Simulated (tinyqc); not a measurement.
Inside a calculation. Method: FCI on RHF in the sto-3g basis, for H4, spin multiplicity 1. One step of it, computed by the program tinyqc.

Problem. Iteration 1: building the Fock matrix. J_ij = sum D_kl (ij|kl), K_ij = sum D_kl (ik|jl); F = H + J - 0.5 K; E = tr D H + tr D J / 2 - 0.25 tr D K + E_nn.

D at the start, lower triangle:
```
          1H 1s     2H 1s     3H 1s     4H 1s
1H 1s  0.958550
2H 1s  0.091368  0.958550
3H 1s  0.039055  0.020726  0.958550
4H 1s  0.020726  0.039055  0.091368  0.958550
```

core Hamiltonian H = T + V (hartree), lower triangle:
```
           1H 1s      2H 1s      3H 1s      4H 1s
1H 1s  -1.343007
2H 1s  -0.742327  -1.343007
3H 1s  -0.105823  -0.069613  -1.343007
4H 1s  -0.069613  -0.105823  -0.742327  -1.343007
```

Two-electron integrals (ij|kl) in chemists' order, unique and non-zero (hartree):
```
(11|11) 0.774606   (21|11) 0.251027   (21|21) 0.109252   (22|11) 0.436033
(22|21) 0.251027   (22|22) 0.774606   (31|11) 0.024888   (31|21) 0.009291
(31|22) 0.018614   (31|31) 0.001699   (32|11) 0.013386   (32|21) 0.006021
(32|22) 0.014356   (32|31) 0.000957   (32|32) 0.000631   (33|11) 0.219878
(33|21) 0.089514   (33|22) 0.198905   (33|31) 0.024888   (33|32) 0.014356
(33|33) 0.774606   (41|11) 0.014356   (41|21) 0.006021   (41|22) 0.013386
(41|31) 0.000957   (41|32) 0.000622   (41|33) 0.013386   (41|41) 0.000631
(42|11) 0.018614   (42|21) 0.009291   (42|22) 0.024888   (42|31) 0.001273
(42|32) 0.000957   (42|33) 0.018614   (42|41) 0.000957   (42|42) 0.001699
(43|11) 0.089514   (43|21) 0.038380   (43|22) 0.089514   (43|31) 0.009291
(43|32) 0.006021   (43|33) 0.251027   (43|41) 0.006021   (43|42) 0.009291
(43|43) 0.109252   (44|11) 0.198905   (44|21) 0.089514   (44|22) 0.219878
(44|31) 0.018614   (44|32) 0.013386   (44|33) 0.436033   (44|41) 0.014356
(44|42) 0.024888   (44|43) 0.251027   (44|44) 0.774606
```

nuclear repulsion = 1.76962217 hartree

Give: Coulomb J; exchange K; Fock matrix F; total energy of this density.

Solution.

Coulomb J (hartree), lower triangle:
```
        1H 1s   2H 1s   3H 1s   4H 1s
1H 1s  1.6287
2H 1s  0.6818  1.6287
3H 1s  0.0871  0.0556  1.6287
4H 1s  0.0556  0.0871  0.6818  1.6287
```

exchange K (hartree), lower triangle:
```
        1H 1s   2H 1s   3H 1s   4H 1s
1H 1s  0.8989
2H 1s  0.5359  0.8989
3H 1s  0.0773  0.0619  0.8989
4H 1s  0.0619  0.0773  0.5359  0.8989
```

Fock matrix F (hartree), lower triangle:
```
         1H 1s    2H 1s    3H 1s    4H 1s
1H 1s  -0.1638
2H 1s  -0.3285  -0.1638
3H 1s  -0.0574  -0.0450  -0.1638
4H 1s  -0.0450  -0.0574  -0.3285  -0.1638
```

total energy of this density = -1.332243 hartree

This density is the starting one; it is not idempotent, so its energy is not variational and may lie below the converged one.
